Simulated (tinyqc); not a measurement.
Single-oscillator infrared dielectric function of a polar cubic crystal: one step, computed by the program tinyqc. Command: `OMP_NUM_THREADS=1 python tinyqc.py 3031875 3031876 out.jsonl infrared walk`. One thread of a shared host (Intel(R) Xeon(R) Processor @ 2.30GHz), about 0.01 s of CPU time with the checks.

One ion pair, charges +Z* and -Z*, in a cell of volume Omega = a^3/4. Frequencies omega are given as wavenumbers (1/cm); eps_s is the static dielectric constant.

Question. LO frequency and static constant from the Born charge. mu = M_A M_B/(M_A + M_B); ionic plasma term W^2 = 4 pi Z*^2 (e^2/(4 pi eps_0))/(Omega mu) in eV/(angstrom^2 u), turned into 1/cm by W = 15.6333042 x 33.35640952 x sqrt(W^2); omega_LO^2 = omega_TO^2 + W^2/eps_inf; eps_s = eps_inf + W^2/omega_TO^2; Szigeti charge 3 Z*/(eps_inf + 2); longitudinal (Callen) charge Z*/eps_inf.

Inputs (values chosen for the exercise, for a model crystal): lattice constant a = 6.06 angstrom; mass M_A = 86.9 u; mass M_B = 124 u; omega_TO = 152 1/cm; Born charge Z* = 1.05 e; eps_inf = 8.18.

Structure: rock salt. Free carriers: absent.

Constants: nu for 1 eV/(angstrom^2 u) = 15.6333042 THz; 1 THz = 33.35640952 1/cm; e^2/(4 pi eps_0) = 14.39964548 eV angstrom.

Give: reduced mass mu; W; omega_LO; eps_s; Szigeti charge; Callen charge.

Answer.

reduced mass mu = 51.093 u

W = 138.15 1/cm

omega_LO = 159.49 1/cm

eps_s = 9.0060

Szigeti charge = 0.30943 e

Callen charge = 0.12836 e

omega_LO/omega_TO = 1.049; the ions supply 9 % of eps_s.
